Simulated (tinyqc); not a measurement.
Lateral field, substrate current, probability of reaching the oxide barrier and hot-carrier lifetime of a silicon transistor (pseudo-two-dimensional and lucky-electron models): one step, computed by the program tinyqc.

Local-field models: a lucky carrier gains its energy at the peak field over a path free of collisions. Voltages are magnitudes.

Task: Peak lateral field. C_ox = 3.9 eps_0/t; F_sat = 2 v_s/mu; V_Dsat = V_ov F_sat L/(V_ov + F_sat L), V_ov = V_G - V_T; I_D/W = C_ox v_s (V_ov - V_Dsat). Scale length l = 0.22 t^(1/3) x_j^(1/2) (all in cm); F_m = sqrt(((V_D - V_Dsat)/l_e)^2 + F_sat^2), with l_e = l + L_n; length of the velocity-saturated region l_e ln((V_D - V_Dsat)/(l_e F_sat) + F_m/F_sat).

Inputs (values chosen for the exercise, modelled on a silicon n-channel):
```
quantity                              value                      unit
channel length L                        590                        nm
oxide thickness t                        12                        nm
junction depth x_j                      150                        nm
mobility mu                             390                cm^2/(V s)
saturation velocity v_s                 0.9                  1e7 cm/s
threshold voltage V_T                   0.5                         V
gate voltage V_G                        2.2                         V
drain voltage V_D                       5.8                         V
ionisation prefactor A_i              2e+06                      1/cm
ionisation field B_i                   1.74                     MV/cm
hot-carrier mean free path lambda       7.8                        nm
oxide barrier phi_b                     3.1                        eV
interface-trap threshold phi_it         3.8                        eV
lifetime constant H                     300  s microampere/micrometre
length of the depleted extension L_n     58                        nm
```

Drain: lightly doped extension.

Constants: eps_0 = 8.8541878128e-12 F/m.

Give: scale length l; peak field F_m; velocity-saturated length; energy gained over one free path, e lambda F_m.

Result:

scale length l = 90.54 nm

peak field F_m = 323.3 kV/cm

velocity-saturated length = 391.4 nm

energy gained over one free path, e lambda F_m = 0.2522 eV

Caution: the empirical formula for l was fitted to oxides of about 15 nm or more; for thinner ones it is an extrapolation. Caution: the saturated region fills most of the channel, so the split into two regions is rough.
